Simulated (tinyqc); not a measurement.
Chemical vapour deposition: Grove model, boundary layer, depletion and step coverage: one step, computed by the program tinyqc.

A precursor diffuses to the surface and reacts there at first order; each molecule that reacts adds one formula unit of film.

Task: Gas-phase and surface constants. k_s = k0 exp(-E/(k_B T)); C_g = Y p/(k_B T), 1 torr = 133.322 Pa; D = D0 (T/273.15)^1.75 (760/p). Temperatures in kelvin are T(C) + 273.15. Mean speed c = sqrt(8 k_B T/(pi M)); reactive sticking probability beta = 4 k_s/c.

Inputs (values chosen for the exercise, close to those used for tungsten from its fluoride):
```
quantity,value,unit
prefactor k0 of k_s,240000,cm/s
activation energy E,0.759,eV
temperature T,500,C
total pressure p,29,torr
mole fraction of the precursor Y,0.0082,-
gas diffusivity D0 at 273.15 K and 760 torr,0.56,cm^2/s
precursor mass M,298,u
```

Reactor: horizontal, reduced pressure.

Constants: k_B = 1.380649e-23 J/K; u = 1.6605390666e-27 kg; k_B = 8.617333262e-05 eV/K.

Give: surface rate constant k_s; precursor density C_g; gas diffusivity D; mean speed c; sticking probability beta.

Result:

surface rate constant k_s = 2.7081 cm/s

precursor density C_g = 2.9701e+15 1/cm^3

gas diffusivity D = 90.649 cm^2/s

mean speed c = 23437 cm/s

sticking probability beta = 4.6219e-04
